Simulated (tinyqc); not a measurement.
Worked calculation: fitting sp3s* parameters to three gaps by Newton steps. Values are carried at full precision from step to step, so a last printed digit may differ when a step is redone from the rounded ones.

sp3s* tight binding, nearest neighbours only: anion (a) at 0, cation (c) at a/4 (1,1,1), orbitals s, px, py, pz, s* on each; k in units of 2 pi/a. With phases e_j = exp(i (pi/2) k.n_j) for n = (1,1,1), (1,-1,-1), (-1,1,-1), (-1,-1,1): g0 = (e1+e2+e3+e4)/4, g1 = (e1+e2-e3-e4)/4, g2 = (e1-e2+e3-e4)/4, g3 = (e1-e2-e3+e4)/4. The diagonal holds the levels Esa, Epa, Exa (s*) and Esc, Epc, Exc. Anion-cation block: <sa|sc> = Vss g0; <sa|xc> = Vsapc g1; <xa|sc> = -Vscpa g1; <xa|xc> = Vxx g0; <xa|yc> = <ya|xc> = Vxy g3, <xa|zc> = <za|xc> = Vxy g2, <ya|zc> = <za|yc> = Vxy g1; <s*a|xc> = Vxapc g1; <xa|s*c> = -Vpaxc g1; y and z take g2 and g3 in place of g1; s-s* and s*-s* vanish.

Gaps are level 5 at Gamma, X = (1,0,0) and L = (1/2,1/2,1/2) less level 4 at Gamma; no spin-orbit coupling. Free parameters: Vss, Exa and Exc. H is linear in them, so by Hellmann-Feynman J_ij = <u|dH/dp_j|u> for level 5 at point i less the same for level 4 at Gamma. Newton: p(new) = p + J^-1 (target - gaps); stop when all misses are below 1e-7 eV.

Values chosen for the exercise (out of a larger set: near a published set for InP, fitted to gaps, whose masses and valley positions are rough; not measured data): p = (-8.483, 0.877, -1.483, 4.067, 8.2, 7.113, -5.381, 1.888, 4.215, 2.239, 5.616, 3.47, 4.472) eV (start, order Esa, Epa, Esc, Epc, Exa, Exc, Vss, Vxx, Vxy, Vsapc, Vscpa, Vxapc, Vpaxc); tg = (1.481, 2.484, 1.9272) eV (target gaps at Gamma, X, L).

## Gaps of the starting set

Compute the gaps and the misses.

gaps (eV): Gamma 1.4357, X 2.4364, L 1.9177

target less gap (eV): Gamma 0.0453, X 0.0476, L 0.0095

## The Jacobian

Form J and its singular values.

J:
```
           Vss     Exa     Exc
Gamma  -0.8383  0.0000  0.0000
X       0.0000  0.2581  0.0000
L      -0.1672  0.0772  0.0454
```

singular values: 0.8550  0.2692  0.0427

The gap at Gamma answers to Vss. The condition number is 20.0.

## The first Newton step

Solve J dp = target less gap; the columns of J are Vss, Exa and Exc.

dp (eV): Vss -0.054, Exa 0.185, Exc -0.305

## The iteration

Repeat with J formed anew.

Newton steps (eV):
```
i      Vss     Exa     Exc   Gamma       X       L  largest miss
0  -5.3810  8.2000  7.1130  1.4357  2.4364  1.9177         0.048
1  -5.4351  8.3846  6.8082  1.4811  2.4832  1.9255        0.0017
2  -5.4350  8.3879  6.8355  1.4810  2.4840  1.9272       7.5e-06
3  -5.4350  8.3879  6.8356  1.4810  2.4840  1.9272       2.2e-10
```

Converged in 3 steps; the miss goes 0.048, 0.0017, 7.5e-06, 2.2e-10, about squaring each time once it is small. The largest change is 0.277 eV in Exc, for a first miss of 0.048 eV: the smallest singular value of J is only 0.043, so some parameter must move far to cure a small miss.

## Checks

- J by Hellmann-Feynman against central differences: largest difference 2.9e-10.

Program tinyqc; command `OMP_NUM_THREADS=1 python tinyqc.py 1481464 1481465 out.jsonl`; about 0.1 s on one thread of a shared Intel(R) Xeon(R) Processor @ 2.30GHz.
